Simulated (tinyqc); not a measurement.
Worked calculation: Hubbard ring of 6 sites. One step of it, computed by the program tinyqc.

Problem. Mean-field iteration 1. H(up) = T + U n(down), H(down) = T + U n(up); fill the lowest levels; n(new) = n + mixing (n(out) - n); E = tr T (rho up + rho down) + U sum n_up n_down of the output.

one-body matrix (hopping and site energies) (eV), lower triangle:
```
,1,2,3,4,5,6
1,-0.700000
2,-0.950000,0.990000
3,0.000000,-0.950000,0.490000
4,0.000000,0.000000,-0.950000,0.290000
5,0.000000,0.000000,0.000000,-0.950000,0.150000
6,-0.950000,0.000000,0.000000,0.000000,-0.950000,-0.440000
```

U = 5.800000 eV

electrons, up and down: 3  3

mixing = 0.500000

n(up) at the start (a guess, not normalised): 1 0.950000, 2 0.050000, 3 0.950000, 4 0.050000, 5 0.950000, 6 0.050000

n(down) at the start (a guess): 1 0.050000, 2 0.950000, 3 0.050000, 4 0.950000, 5 0.050000, 6 0.950000

Give: levels, up; levels, down; energy; n(up) after iteration 1; n(down) after iteration 1.

Solution.

levels, up (eV): -0.7356  0.0996  0.5268  5.3601  6.1082  6.8210

levels, down (eV): -0.5175  0.2716  0.9363  5.1498  5.9198  6.4200

energy = -1.0684 eV

n(up) after iteration 1: 1 0.9550, 2 0.0442, 3 0.9497, 4 0.0512, 5 0.9468, 6 0.0531

n(down) after iteration 1: 1 0.0633, 2 0.9356, 3 0.0519, 4 0.9490, 5 0.0496, 6 0.9505
